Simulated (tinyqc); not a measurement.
Number of periods: periodic multilayer mirror for extreme ultraviolet light.

s polarisation, vacuum above. q_j = sqrt(N_j^2 - sin^2 theta); interface r_jk = (q_j - q_k)/(q_j + q_k) exp(-2 (2 pi/lam)^2 q_j q_k sg^2) (Nevot-Croce; sg = 0 if not given); phase factor of a layer x_j = exp(4 pi i q_j d_j/lam). Each period has the spacer (thickness (1 - Gm) L) on top of the absorber (Gm L). In this recursion R is the amplitude; R in tables and results is the reflectance, its squared modulus. The substrate is of the spacer material. Starting with R = 0 in it, each interface upward gives R -> (r + R x)/(1 + r R x), x that of the layer below the interface (1 for the substrate).

Inputs chosen for the exercise (optical constants near those of Mo and Si at 13.5 nm; the results hold for these values, not for the real material): lam = 13.5 nm (wavelength); dA = (0.0755, 0.00654) (delta and beta of the absorber, N = 1 - delta + i beta); dS = (0.0008, 0.00186) (delta and beta of the spacer and the substrate); L = 6.94 nm (period); Gm = 0.35 (absorber share of the period); theta = 6 degrees (angle from the normal); sg = 0.2 nm (interface roughness).

The last column sets both beta to zero.

Reflectance:
```
periods      R  R without absorption
5        0.093                 0.103
10       0.279                 0.338
15       0.450                 0.576
20       0.569                 0.752
30       0.680                 0.926
40       0.713                 0.979
50       0.723                 0.994
60       0.725                 0.998
80       0.726                 1.000
100      0.726                 1.000
```

R reaches 0.713 at 40 periods and 0.726 at 100; it stays within 0.01 of the last value from 50 periods on. Without absorption the last value is 1.000: absorption, not the count of layers, caps the mirror, and the roughness, which weakens each reflection, lowers that cap further.

Run: tinyqc, `OMP_NUM_THREADS=1 python tinyqc.py 1651538 1651539 out.jsonl`; Intel(R) Xeon(R) Processor @ 2.30GHz, one thread, shared host; about 0.01 s of CPU time with all checks.
